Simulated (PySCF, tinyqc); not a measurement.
Inside a calculation. Method: CCD on RHF in the sto-3g basis, for H3-, spin multiplicity 1. The basis has no diffuse functions, so it cannot describe the extra electron: this is an exercise in the method, not the real anion. The lowest restricted solution is unstable here: a spin-polarised one lies 0.0453 hartree lower (PySCF). Computed by tinyqc, a small Python program that keeps every step (integrals from PySCF). Settings: charge = -1, multiplicity = 1, basis = sto-3g, method = RHF, energy threshold = 1e-10, iteration cap = 62, orthogonalisation = symmetric, start = core, DIIS depth = 6, amplitude equations = CCD, DIIS depth for amplitudes = 0, cap on updates = 54. Command: `OMP_NUM_THREADS=1 python tinyqc.py 26430 26431 out.jsonl` (the two numbers bound the seeds that draw the settings). One thread of a shared host (Intel(R) Xeon(R) Processor @ 2.60GHz), about 0.1 s of CPU time with the checks. Later iterations appear only in the table of the cycle.

## One-electron integrals

Geometry (angstrom):
```
atom,x,y,z
H,0.000000,0.000000,0.000000
H,0.000000,0.000000,0.752000
H,0.000000,0.692000,0.294000
```

Basis sto-3g: exponents (1/bohr^2) and contraction coefficients of normalised primitives:
```
element,l (shell),exponent,coefficient
H,s (1),3.425251,0.154329
H,s (1),0.623914,0.535328
H,s (1),0.168855,0.444635
```

Overlap, kinetic and nuclear-attraction integrals over the contracted functions; the nuclear repulsion is the sum of Za Zb / Rab.

nuclear repulsion = 2.04520197 hartree

overlap S:
```
,1H 1s,2H 1s,3H 1s
1H 1s,1.000000,0.652027,0.652116
2H 1s,0.652027,1.000000,0.601588
3H 1s,0.652116,0.601588,1.000000
```

kinetic energy T (hartree):
```
,1H 1s,2H 1s,3H 1s
1H 1s,0.760032,0.229865,0.229944
2H 1s,0.229865,0.760032,0.186895
3H 1s,0.229944,0.186895,0.760032
```

nuclear attraction V (hartree):
```
,1H 1s,2H 1s,3H 1s
1H 1s,-2.519996,-1.601761,-1.602020
2H 1s,-1.601761,-2.472767,-1.458657
3H 1s,-1.602020,-1.458657,-2.472854
```

core Hamiltonian H = T + V (hartree):
```
,1H 1s,2H 1s,3H 1s
1H 1s,-1.759965,-1.371896,-1.372075
2H 1s,-1.371896,-1.712735,-1.271762
3H 1s,-1.372075,-1.271762,-1.712822
```

## Two-electron integrals

Functions are numbered as in S; the eight-fold symmetry (ij|kl) = (ji|kl) = (kl|ij) leaves the list below.

Two-electron integrals (ij|kl) in chemists' order, unique and non-zero (hartree):
```
i,j,k,l,(ij|kl)
1,1,1,1,0.774606
2,1,1,1,0.437771
2,1,2,1,0.289702
2,2,1,1,0.565490
2,2,2,1,0.437771
2,2,2,2,0.774606
3,1,1,1,0.437847
3,1,2,1,0.266776
3,1,2,2,0.368605
3,1,3,1,0.289790
3,2,1,1,0.351391
3,2,2,1,0.247328
3,2,2,2,0.394707
3,2,3,1,0.247360
3,2,3,2,0.241909
3,3,1,1,0.565541
3,3,2,1,0.368575
3,3,2,2,0.536765
3,3,3,1,0.437847
3,3,3,2,0.394707
3,3,3,3,0.774606
```

## Orthogonalisation

S = U s U^T; symmetric (Loewdin) form X = U s^(-1/2) U^T, so that X^T S X = 1.

eigenvalues of S: 0.330809  0.398412  2.270779

X:
```
,1H 1s,2H 1s,3H 1s
1H 1s,1.367814,-0.361273,-0.361420
2H 1s,-0.361273,1.309311,-0.274922
3H 1s,-0.361420,-0.274922,1.309418
```

## Starting guess

The start is the orbitals of the core Hamiltonian; D = 2 C_occ C_occ^T.

D at the start:
```
,1H 1s,2H 1s,3H 1s
1H 1s,0.359844,0.305065,0.309044
2H 1s,0.305065,2.774166,-2.247950
3H 1s,0.309044,-2.247950,2.769781
```

## Iteration 1: building the Fock matrix

J_ij = sum D_kl (ij|kl), K_ij = sum D_kl (ik|jl); F = H + J - 0.5 K; E = tr D H + tr D J / 2 - 0.25 tr D K + E_nn.

Coulomb J (hartree):
```
,1H 1s,2H 1s,3H 1s
1H 1s,2.371830,1.622533,1.622648
2H 1s,1.622533,2.559460,1.530875
3H 1s,1.622648,1.530875,2.559015
```

exchange K (hartree):
```
,1H 1s,2H 1s,3H 1s
1H 1s,1.223402,1.124454,1.124754
2H 1s,1.124454,1.568573,0.912063
3H 1s,1.124754,0.912063,1.567852
```

Fock matrix F (hartree):
```
,1H 1s,2H 1s,3H 1s
1H 1s,0.000164,-0.311590,-0.311805
2H 1s,-0.311590,0.062438,-0.196919
3H 1s,-0.311805,-0.196919,0.062267
```

total energy of this density = -0.57880585 hartree

## Iteration 1: diagonalisation and new density

Diagonalise F' = X^T F X, C = X C', fill 2 alpha and 2 beta electrons from the bottom; D = 2 C_occ C_occ^T. Each column has its largest component positive (the first on a tie).

F' = X^T F X (hartree):
```
,1,2,3
1,0.581398,-0.471957,-0.472458
2,-0.471957,0.486368,-0.164337
3,-0.472458,-0.164337,0.486482
```

orbital energies (hartree): MO1 -0.228529, MO2 0.650762, MO3 1.132015

coefficients C:
```
,MO1,MO2,MO3
1H 1s,0.475872,-0.000685,1.380435
2H 1s,0.334274,1.120769,-0.743326
3H 1s,0.334701,-1.119750,-0.744928
```

D after iteration 1:
```
,1H 1s,2H 1s,3H 1s
1H 1s,0.452909,0.316608,0.320083
2H 1s,0.316608,2.735724,-2.286198
3H 1s,0.320083,-2.286198,2.731728
```

## Iteration 6 (converged): orbitals

converged F (hartree):
```
,1H 1s,2H 1s,3H 1s
1H 1s,-0.003120,-0.311830,-0.311962
2H 1s,-0.311830,0.066873,-0.190169
3H 1s,-0.311962,-0.190169,0.066745
```

As before.

F' = X^T F X (hartree):
```
,1,2,3
1,0.578572,-0.474932,-0.475278
2,-0.474932,0.489216,-0.155743
3,-0.475278,-0.155743,0.489306
```

orbital energies (hartree): MO1 -0.226936, MO2 0.645004, MO3 1.139026

coefficients C:
```
,MO1,MO2,MO3
1H 1s,0.483725,-0.000433,1.377703
2H 1s,0.330106,1.120596,-0.745447
3H 1s,0.330383,-1.119923,-0.746593
```

D after iteration 6:
```
,1H 1s,2H 1s,3H 1s
1H 1s,0.467981,0.318390,0.320600
2H 1s,0.318390,2.729409,-2.291840
3H 1s,0.320600,-2.291840,2.726762
```

## Convergence

Stop when the energy changes by less than 1e-10 hartree and every element of the error matrix X^T (F D S - S D F) X is below 3e-06.

Course of the cycle:
```
iteration,E (hartree),change,largest element of the error matrix
1,-0.57880585,-,7.16e-02
2,-0.58308328,-4.28e-03,9.59e-03
3,-0.58316025,-7.70e-05,4.47e-05
4,-0.58316025,-4.68e-09,3.59e-05
5,-0.58316025,-1.06e-09,1.43e-07
6,-0.58316025,-1.24e-14,7.06e-08
```

PySCF RHF in the same basis = -0.58316025 hartree

Converged in 6 iterations.

## Populations, bond orders and dipole

Mulliken: Z minus the diagonal of D S on the atom; Loewdin: the same with S^(1/2) D S^(1/2); Mayer order: 2 sum_s sum (D(s) S)_ij (D(s) S)_ji over the two atoms.

Charges (e):
```
atom,Mulliken,Loewdin
1H,0.115352,0.179400
2H,-0.558265,-0.590263
3H,-0.557087,-0.589137
```

Mayer bond orders:
```
pair,order
2-1,0.492690
3-1,0.494004
3-2,0.195650
```

dipole moment about the origin, x y z (debye): 0.000000  -1.851655  -2.803146

## Integrals over molecular orbitals

(pq|rs) = sum C_ip C_jq C_kr C_ls (ij|kl), one index at a time.

one-electron integrals over orbitals h = C^T H C (hartree):
```
,1,2,3
1,-1.939496,-0.000082,0.039468
2,-0.000082,-1.106934,0.000028
3,0.039468,0.000028,-1.022122
```

Two-electron integrals over orbitals (pq|rs), unique and non-zero (hartree):
```
p,q,r,s,(pq|rs)
1,1,1,1,0.642149
2,1,1,1,-0.000053
2,1,2,1,0.134105
2,2,1,1,0.602258
2,2,2,1,0.000135
2,2,2,2,0.681528
3,1,1,1,0.028112
3,1,2,1,0.000015
3,1,2,2,-0.079941
3,1,3,1,0.150460
3,2,1,1,0.000022
3,2,2,1,-0.092302
3,2,2,2,-0.000057
3,2,3,1,-0.000095
3,2,3,2,0.084541
3,3,1,1,0.630209
3,3,2,1,-0.000116
3,3,2,2,0.567865
3,3,3,1,0.072879
3,3,3,2,0.000047
3,3,3,3,0.671614
```

## CCD: starting amplitudes

t_ij^ab = <ij||ab> / (e_i + e_j - e_a - e_b), whose energy is MP2.

Starting amplitudes (spin orbitals 1a, 1b, ...; amplitudes related by a flip of all spins are not repeated):
```
from,to,t
2a 2b,3a 3b,-0.085564
1a 1b,3a 3b,-0.055075
1a 2b,3a 3b,0.000051
```

correlation energy = -0.01552019 hartree

## CCD: amplitude update 1

t_ij^ab D_ij^ab are set to the remaining terms of the spin-orbital equations, evaluated with the old amplitudes; for the doubles these are <ij||ab> + 1/2 <ab||ef> t_ij^ef + 1/2 <mn||ij> t_mn^ab + P(ij)P(ab) <mb||ej> t_im^ae + terms in t^2, D the orbital-energy denominators.

Amplitudes after update 1 (spin orbitals 1a, 1b, ...; amplitudes related by a flip of all spins are not repeated):
```
from,to,t
2a 2b,3a 3b,-0.141628
1a 1b,3a 3b,-0.068830
1a 2b,3a 3b,0.000086
```

correlation energy = -0.02232942 hartree

## CCD: amplitude update 2

As before.

Amplitudes after update 2 (spin orbitals 1a, 1b, ...; amplitudes related by a flip of all spins are not repeated):
```
from,to,t
2a 2b,3a 3b,-0.180418
1a 1b,3a 3b,-0.070390
1a 2b,3a 3b,0.000109
```

correlation energy = -0.02584355 hartree

## CCD: amplitude update 3

As before.

Amplitudes after update 3 (spin orbitals 1a, 1b, ...; amplitudes related by a flip of all spins are not repeated):
```
from,to,t
2a 2b,3a 3b,-0.208102
1a 1b,3a 3b,-0.068900
1a 2b,3a 3b,0.000123
```

correlation energy = -0.02795985 hartree

## CCD: convergence

E_corr = 1/4 sum <ij||ab> t_ij^ab; stop when the norm of the change is below 1e-8.

Course of the amplitude iterations:
```
update,correlation energy (hartree),norm of the change
0,-0.01552019,-
1,-0.02232942,1.15e-01
2,-0.02584355,7.76e-02
3,-0.02795985,5.54e-02
4,-0.02936809,4.02e-02
5,-0.03035357,2.93e-02
6,-0.03105847,2.13e-02
7,-0.03156703,1.55e-02
8,-0.03193504,1.12e-02
9,-0.03220157,8.16e-03
10,-0.03239460,5.91e-03
11,-0.03253438,4.28e-03
12,-0.03263557,3.10e-03
13,-0.03270881,2.25e-03
...,...,...
39,-0.03290041,4.95e-07
40,-0.03290043,3.58e-07
41,-0.03290043,2.59e-07
42,-0.03290044,1.87e-07
43,-0.03290044,1.36e-07
44,-0.03290045,9.80e-08
45,-0.03290045,7.09e-08
46,-0.03290045,5.13e-08
47,-0.03290045,3.71e-08
48,-0.03290045,2.68e-08
49,-0.03290045,1.94e-08
50,-0.03290046,1.40e-08
51,-0.03290046,1.02e-08
52,-0.03290046,7.34e-09
```

Converged amplitudes (spin orbitals 1a, 1b, ...; amplitudes related by a flip of all spins are not repeated):
```
from,to,t
2a 2b,3a 3b,-0.281206
1a 1b,3a 3b,-0.060661
1a 2b,3a 3b,0.000155
```

CCD total energy = -0.61606071 hartree

Converged in 52 updates.
